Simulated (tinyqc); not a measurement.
Comparisons within one model: exchange-split free-electron bands and tunnelling magnetoresistance. A value that a table varies takes the place of the one given here.

Majority and minority bands E = c k^2/m -/+ Dx/2, c = hbar^2/2m0, so k_up = sqrt(m (EF + Dx/2)/c), k_dn = sqrt(m (EF - Dx/2)/c); n_s = k_s^3/(6 pi^2), D_s = m k_s/(4 pi^2 c).

Barrier: kappa = sqrt(mb phi/c), c = hbar^2/2m0. With a = k1/m, b = k2/m, w = kappa/mb, the transmission at normal incidence is T(k1, k2) = 4 a b w^2/[w^2 (a + b)^2 + (w^2 + a^2)(w^2 + b^2) sinh^2(kappa d)]. Parallel: G_P = T(up, up) + T(dn, dn); antiparallel: G_AP = 2 T(up, dn); TMR = (G_P - G_AP)/G_AP. Julliere: TMR = 2 P^2/(1 - P^2). Slonczewski factor: P_eff = P_k (w^2 - a_up a_dn)/(w^2 + a_up a_dn), P_k = (k_up - k_dn)/(k_up + k_dn).

Constants: hbar^2/2m0 = 3.80998211 eV angstrom^2.

Inputs chosen for the exercise:

| symbol | value | unit | meaning |
|---|---|---|---|
| EF | 5.96 | eV | Fermi energy above the mean band bottom |
| Dx | 9.61 | eV | exchange splitting |
| m | 1.4 | m0 | mass in the electrodes |
| mb | 0.67 | m0 | mass in the barrier |
| d | 16.2 | angstrom | barrier thickness |
| phi | 1.62 | eV | barrier height above EF |

## Barrier height

Results:

| phi (eV) | w (1/angstrom) | P_eff | TMR (%) | G_P |
|---|---|---|---|---|
| 0.20 | 0.280 | -0.3992 | 37.62 | 0.00848 |
| 0.40 | 0.396 | -0.3124 | 21.62 | 0.000921 |
| 0.70 | 0.524 | -0.2095 | 9.18 | 6.51e-05 |
| 1.0 | 0.626 | -0.1296 | 3.42 | 7.35e-06 |
| 1.5 | 0.767 | -0.0298 | 0.18 | 3.52e-07 |
| 2.0 | 0.885 | 0.0429 | 0.37 | 2.68e-08 |
| 3.0 | 1.084 | 0.1418 | 4.11 | 3.51e-10 |
| 4.0 | 1.252 | 0.2060 | 8.86 | 8.91e-12 |
| 6.0 | 1.533 | 0.2842 | 17.57 | 1.83e-14 |
| 10 | 1.979 | 0.3603 | 29.83 | 9.60e-19 |

P_eff vanishes where w^2 = a_up a_dn, at phi = 1.69 eV, inside the table; the lowest TMR listed is 0.18 % at 1.5 eV. TMR is 37.6 % at the lowest barrier and 29.8 % at the highest, against 69.0 % for Julliere with P_k; P_eff tends to +P_k for very high barriers and to -P_k for very low ones. G_P falls by 15.9 decades.

## Barrier thickness

Results:

| d (angstrom) | kappa d | G_P | G_AP | TMR (%) |
|---|---|---|---|---|
| 1 | 0.534 | 1.41 | 1.13 | 24.28 |
| 2 | 1.067 | 0.623 | 0.562 | 10.75 |
| 3 | 1.601 | 0.232 | 0.223 | 4.02 |
| 4 | 2.135 | 0.0820 | 0.0809 | 1.43 |
| 6 | 3.202 | 0.00982 | 0.00980 | 0.19 |
| 8 | 4.270 | 0.00116 | 0.00116 | 0.04 |
| 10 | 5.337 | 0.000137 | 0.000137 | 0.02 |
| 13 | 6.939 | 5.59e-06 | 5.59e-06 | 0.02 |
| 16 | 8.540 | 2.27e-07 | 2.27e-07 | 0.02 |
| 20 | 10.675 | 3.18e-09 | 3.18e-09 | 0.02 |

For thick barriers each angstrom costs a factor exp(2 kappa) = 2.91 in both conductances, and TMR settles at 0.02 % (the interface factor, which vanishes at (kappa/mb)^2 = k_up k_dn/m^2, reduces it below the value from the polarisation of k alone); it is within 0.1 point of that from d = 8 angstrom on. At 1 angstrom it is 24.28 %, where the barrier is thin and the mismatch of k_up and k_dn starts to rule, as it does fully for d -> 0.

## Exchange splitting

Dx takes the listed multiples of 2 EF.

Results:

| Dx/(2 EF) | k_up | k_dn | P_k | P_eff | TMR (%) |
|---|---|---|---|---|---|
| 0.10 | 1.5521 | 1.4039 | 0.0501 | -0.0137 | 0.04 |
| 0.20 | 1.6211 | 1.3236 | 0.1010 | -0.0269 | 0.14 |
| 0.35 | 1.7195 | 1.1931 | 0.1807 | -0.0443 | 0.39 |
| 0.50 | 1.8125 | 1.0464 | 0.2679 | -0.0557 | 0.62 |
| 0.65 | 1.9009 | 0.8755 | 0.3693 | -0.0534 | 0.57 |
| 0.80 | 1.9855 | 0.6618 | 0.5000 | -0.0137 | 0.04 |
| 0.90 | 2.0399 | 0.4680 | 0.6268 | 0.0825 | 1.37 |
| 0.97 | 2.0771 | 0.2563 | 0.7803 | 0.3125 | 21.65 |

P_k rises from 0.050 to 0.780, and TMR goes from 0.04 % to 21.7 %, not steadily: its largest value is 21.65 % at 0.97 and its smallest 0.04 % at 0.1; P_eff changes sign along the table. At Dx = 2 EF the minority band is empty (a half metal) and G_AP vanishes.

## What moves the magnetoresistance

All results formed anew. Each row changes one parameter from the base and keeps the others.

Results:

| case | P_k | P_eff | TMR (%) | G_P |
|---|---|---|---|---|
| base | 0.5065 | -0.0103 | 0.02 | 1.84e-07 |
| Dx = 10.091 eV | 0.5525 | 0.0179 | 0.06 | 1.72e-07 |
| EF = 6.556 eV | 0.4362 | -0.0598 | 0.72 | 1.98e-07 |
| phi = 2.106 eV | 0.5065 | 0.0559 | 0.63 | 1.62e-08 |
| mb = 0.536 m0 | 0.5065 | 0.0460 | 0.42 | 1.14e-06 |
| d = 18.2 angstrom | 0.5065 | -0.0103 | 0.02 | 2.17e-08 |
| m = 1.68 m0 | 0.5065 | 0.0358 | 0.26 | 1.83e-07 |

The largest shifts from the base row, up to three for each result and ties (the steps differ in size, so this ranks the rows, not the parameters). P_k: EF -0.0704, Dx +0.0460; unchanged at the printed digits by phi, mb, d and m. P_eff: phi +0.0662, mb +0.0564, EF -0.0494; unchanged at the printed digits by d. TMR (%): EF +0.70, phi +0.61, mb +0.40; unchanged at the printed digits by d. G_P: mb +9.54e-07, phi -1.67e-07, d -1.62e-07.

tinyqc: `OMP_NUM_THREADS=1 python tinyqc.py 1680212 1680213 out.jsonl`; about 0.01 s, one thread, shared Intel(R) Xeon(R) Processor @ 2.30GHz.
